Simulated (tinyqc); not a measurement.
Gap against coupling: Peierls distortion of a half-filled chain.

Atoms move by +/- u, so bonds change by -/+ 2u and hoppings are t +/- 2 al u. Bands E = -/+ sqrt((2 t cos x)^2 + D^2 sin^2 x) with D = 4 al u, x = k a in (0, pi/2); the gap is 2D. Energy per atom at zero temperature: E(u) = -mean_x sqrt(...) + 2 K u^2; exactly, the mean is (4t/pi) E(1 - z^2), z = D/2t, E the complete elliptic integral of the second kind with parameter m. Coupling lambda = 2 al^2/(pi t K).

Inputs chosen for the exercise: t = 2.5 eV (hopping of the even chain); al = 4.3 eV/angstrom (change of hopping with bond length).

K is set by lambda; 4000 points.

Results:

| lambda | K (eV/angstrom^2) | u0 (angstrom) | gap (eV) | 16 t exp(-1 - 1/(2 lambda)) (eV) |
|---|---|---|---|---|
| 0.10 | 47.1 | 0.0029 | 0.099 | 0.099 |
| 0.13 | 36.2 | 0.0092 | 0.315 | 0.314 |
| 0.16 | 29.4 | 0.0190 | 0.652 | 0.647 |
| 0.25 | 18.8 | 0.0612 | 2.106 | 1.991 |
| 0.30 | 15.7 | 0.0888 | 3.056 | 2.779 |
| 0.40 | 11.8 | 0.1474 | 5.069 | 4.216 |
| 0.50 | 9.4 | 0.2076 | 7.142 | 5.413 |

Give the missing row, lambda = 0.20.

Computed row:
```
lambda  K (eV/angstrom^2)  u0 (angstrom)  gap (eV)  16 t exp(-1 - 1/(2 lambda)) (eV)
0.20                 23.5         0.0360     1.238                             1.208
```

Doubling lambda from 0.1 to 0.2 multiplies the gap by 12.5 and from 0.2 to 0.4 by 4.1. The exponential form is within 2.5 % at 0.2 and 24 % at 0.5.

Computed by tinyqc, a small Python program: `OMP_NUM_THREADS=1 python tinyqc.py 1651719 1651720 out.jsonl` (the numbers bound the seed that draws the inputs); one thread of a shared host (Intel(R) Xeon(R) Processor @ 2.30GHz), about 0.08 s for the whole set of steps.
